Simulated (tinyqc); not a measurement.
# Resistance of a tapered via with liner, size effect and interface, step by step

Program tinyqc, `OMP_NUM_THREADS=1 python tinyqc.py 2750161 2750162 out.jsonl`; Intel Xeon 2.30GHz, shared host, one thread, about 0.01 s. Printed values are rounded.

A round via whose diameter grows from db at the bottom as D(z) = db + 2 z/tan(ang). The fill, of diameter D - 2 tl, starts above the bottom liner (thickness fb tl) and has rho = rho0 (1 + ks lam/(D - 2 tl)); the sidewall liner conducts in parallel with it. The bottom liner and the interface are crossed over the full area pi db^2/4. Spreading in the lines above and below is left out.

Parameters, values chosen for the exercise; fill metal close to tungsten: diameter at the bottom db = 12 nm; height hv = 35 nm; sidewall angle ang = 88 degrees; bulk resistivity of the fill rho0 = 5.32 uohm cm; mean free path of the fill lam = 15.9 nm; size-effect factor ks = 1.3; liner on the sidewall tl = 2.4 nm; liner at the bottom over that on the sidewall fb = 0.5; resistivity of the liner rl = 490 uohm cm; interface resistivity at the bottom ri = 3.1e-12 ohm cm^2; ballistic conductance per area, about 3/(4 rho0 lam) Sb = 9.1e14 S/m^2.

## Slices of the via

Slices between z0 = fb tl and hv, evaluated at their midpoints: conductance per length pi/4 [(D - 2 tl)^2/rho + (D^2 - (D - 2 tl)^2)/rl], slice resistance = slice height over that. 7 slices.

z, slice 0 to 6 (nm): [3.614286, 8.442857, 13.27143, 18.1, 22.92857, 27.75714, 32.58571]
D, slice 0 to 6 (nm): [12.25243, 12.58966, 12.92690, 13.26413, 13.60137, 13.93860, 14.27584]
rho, slice 0 to 6 (uohm cm): [20.07551, 19.43671, 18.85092, 18.31181, 17.81401, 17.35296, 16.92472]
slice resistance, slice 0 to 6 (ohm): [20.77343, 18.50948, 16.57186, 14.90349, 13.45885, 12.20134, 11.10132]

## Total resistance

R_fill = sum of the slices; R_bottom = rl fb tl/(pi db^2/4); R_interface = ri/(pi db^2/4); ballistic (Sharvin) limit 1/(Sb pi (db - 2 tl)^2/4); ideal cylinder rho0 hv/(pi db^2/4).

parts (ohm): fill 107.5198, bottom liner 51.99061, interface 2.741002
R = 162.2514 ohm
shares (%): fill 66.26740, bottom liner 32.04325, interface 1.68935
ballistic limit = 26.99005 ohm
ideal cylinder = 16.46369 ohm

The fill is the largest part, and R is 9.86 times the ideal cylinder. With 2000 slices R = 162.32 ohm.
